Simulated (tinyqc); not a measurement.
Correction of a charged-defect supercell by a model charge and potential alignment (plane-averaged potentials). Changing the width sigma_m of the model charge. Computed by tinyqc, a small Python program. Command: `OMP_NUM_THREADS=1 python tinyqc.py 3110968 3110969 out.jsonl align sweep`. One thread of a shared host (Intel(R) Xeon(R) Processor @ 2.30GHz), about 0.02 s of CPU time with the checks.

The "true" defect charge is (1 - x) q in a Gaussian of width sigma plus x q in one of width sigma_t, so the exact answer is known; the correction sees only a single model Gaussian of width sigma_m. A Gaussian of width s has the transform rho(G) = exp(-G^2 s^2/2), normalised to 1. A uniform background cancels q, so G = 0 is left out. Potentials are those felt by a unit positive charge. E_0 is the formation energy of the isolated defect, E_cell its value in the supercell, E_lat = E_iso - E_per of the model charge, C the true less the model potential far from the defect; the exact correction is E_0 - E_cell, and the error of a scheme is E_cell plus its correction less E_0.

Inputs (values chosen for the exercise, with screening close to that of 4H-SiC):
```
quantity                                     value      unit
defect charge q                                 -2         e
dielectric constant eps                       9.41         -
edge of the cubic cell L                      12.4  angstrom
width sigma of the true defect charge          1.2  angstrom
share x of the charge in a wide tail             0         -
width sigma_t of the tail                      1.9  angstrom
formation energy of the isolated defect E_0   5.13        eV
```

Constants: e^2/(4 pi eps_0) = 14.39964548 eV angstrom.

Method:
- Periodic energy E_per = (2 pi q^2/(eps L^3)) (e^2/(4 pi eps_0)) sum_(G != 0) rho(G)^2/G^2, G = (2 pi/L)(n1, n2, n3), |n_i| <= 16. Isolated energy: two Gaussians of charges q_a, q_b and widths a, b interact by q_a q_b (e^2/(4 pi eps_0 eps)) sqrt(2/pi)/sqrt(a^2 + b^2), and the self-energy is half the sum over pairs.
- Supercell value E_cell = E_0 + E_per - E_iso for the true charge.
- E_lat = E_iso - E_per for the model charge; point-charge value alpha q^2 e^2/(4 pi eps_0 eps 2 L) with alpha = 2.837297.
- Plane-averaged potential at distance z from the defect: V(z) = (4 pi q/(eps L^3)) (e^2/(4 pi eps_0 e)) sum_(m != 0) rho(G_m) cos(G_m z)/G_m^2, G_m = 2 pi m/L, |m| <= 40.
- C = difference at z = L/2; E_corr = E_cell + E_lat - q C. For charges that have died out at L/2, C = (2 pi q/(eps L^3)) (e^2/(4 pi eps_0 e)) (<s^2> - sigma_m^2), <s^2> = (1 - x) sigma^2 + x sigma_t^2.

One run for each value; columns: (1) width sigma_m of the model charge (angstrom); (2) E_lat (eV); (3) alignment C (V); (4) error without alignment (meV); (5) error with alignment (rounded to 1e-4 meV) (meV):
```
(1)      (2)       (3)         (4)      (5)
0.62  0.6925  -0.01065   2.129e+01   0.0000
0.75  0.6889  -0.00885   1.770e+01   0.0000
0.89  0.6843  -0.00653   1.307e+01   0.0000
1.00  0.6801  -0.00444   8.875e+00   0.0000
1.20  0.6712   0.00000   1.000e-08   0.0000
1.30  0.6662   0.00252  -5.043e+00  -0.0002
1.40  0.6607   0.00524  -1.049e+01  -0.0013
1.60  0.6486   0.01129  -2.259e+01  -0.0197
```

Over the rows, E_lat (eV) falls from 0.693 to 0.649 (exponent d ln y / d ln x -0.027 between the first rows and -0.14 between the last); alignment C (V) rises from -0.0106 to 0.0113; error without alignment (meV) falls from 21.3 to -22.6. E_lat and q C each change with the model width, by 44 and 44 meV over the rows, while the aligned error changes by 0.0 meV.
